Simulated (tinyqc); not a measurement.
Inside a calculation. Model: permeation of metal atoms or ions through a thin barrier or dielectric: time lag, field-aided drift and lifetime. Computed by tinyqc, a small Python program that keeps every step. Command: `OMP_NUM_THREADS=1 python tinyqc.py 3013174 3013175 out.jsonl barrier walk`. One thread of a shared host (Intel(R) Xeon(R) Processor @ 2.30GHz), about 0.02 s of CPU time with the checks. Intermediate numbers are printed to about 5 digits and carried at full precision; extremes and crossings named in words are read from the listed rows.

The film 0 < x < d is empty at first; C = C0 at x = 0 and C = 0 at x = d. dC/dt = D d2C/dx2.

Inputs (values chosen for the exercise, for a model case: neutral metal atoms through a barrier):
```
quantity                                   value    unit
thickness d                                  7.5      nm
prefactor D0                                 1.9  cm^2/s
activation energy E                         1.39      eV
concentration at the source side C0      2.2e+19  1/cm^3
charge number z                                0       -
voltage V (positive drives ions across)        0       V
critical dose Q_c                          2e+10  1/cm^2
test temperature T                           125       C
use temperature T_u                           70       C
time in units of d^2/D, s                   0.14       -
```

Constants: k_B = 8.617333262e-05 eV/K.

## Scales

D = D0 exp(-E/(k_B T)); time scale d^2/D; Peclet number P = z V/(k_B T), k_B T in eV; 1 nm = 1e-7 cm. Temperatures in kelvin are T(C) + 273.15.

diffusivity D = 4.8322e-18 cm^2/s

time scale d^2/D = 1.1641e+05 s

Peclet number P = 0

## Steady flux and time lag

Steady flux J = (D C0/d) P/(1 - exp(-P)); time lag in units of d^2/D: s_L = [P (1 + exp(-P))/(1 - exp(-P)) - 2]/P^2 (P = 0: J = D C0/d, s_L = 1/6).

flux relative to D C0/d = 1

steady flux J = 1.4175e+08 1/(cm^2 s)

time lag s_L = 0.16667

time lag = 19401 s

## Dose at time s

Dose through the film Q(s) = C0 d {f (s - s_L) - 2 exp(P/2) sum_(n=1..200) (-1)^n n^2 pi^2 exp(-l_n s)/l_n^2}, l_n = n^2 pi^2 + P^2/4, f = P/(1 - exp(-P)) the relative flux.

Q/(C0 d) = 0.024024

dose Q = 3.9639e+11 1/cm^2

time = 16297 s

## Time to the critical dose

Solve Q = Q_c for s. At the use temperature D and P take T_u, with the same C0 and V; 1 year = 3.15576e7 s.

s at the critical dose = 0.065134

failure time at T = 7581.9 s

failure time at T_u = 0.15876 years

Failure comes before the time lag: the first arrivals suffice. Caution: grain boundaries, pinholes, trapping and space charge are left out; thin real barriers usually fail at defects.

## Approach to the steady line

Short-time form for P = 0: Q/(C0 d) = 4 sqrt(s) ierfc(1/(2 sqrt(s))), ierfc(y) = exp(-y^2)/sqrt(pi) - y erfc(y).

Q/(C0 d):
```
s         series  steady line f (s - s_L)  short-time form, no field
0.03  4.8419e-06                  -0.1367                 4.8419e-06
0.05  2.6934e-04                  -0.1167                 2.6934e-04
0.08  3.2066e-03                  -0.0867                 3.2066e-03
0.12  1.4887e-02                  -0.0467                 1.4887e-02
0.20  6.1464e-02                   0.0333                 6.1463e-02
0.30  1.4382e-01                   0.1333                 1.4379e-01
0.50  3.3479e-01                   0.3333                 3.3326e-01
0.80  6.3341e-01                   0.6333                 6.1838e-01
1.20  1.0333e+00                   1.0333                 9.7002e-01
```

The dose lies above the steady line at all times and, among these rows, is within 1 % of it from s = 0.5 on (the lag is s_L = 0.167); for a known P the intercept of that line gives D and its slope D C0. Among these rows the short-time form holds to 1 % up to s = 0.5.

Checks made by the program: series against a 300-cell finite-difference solution (relative difference 6e-05).
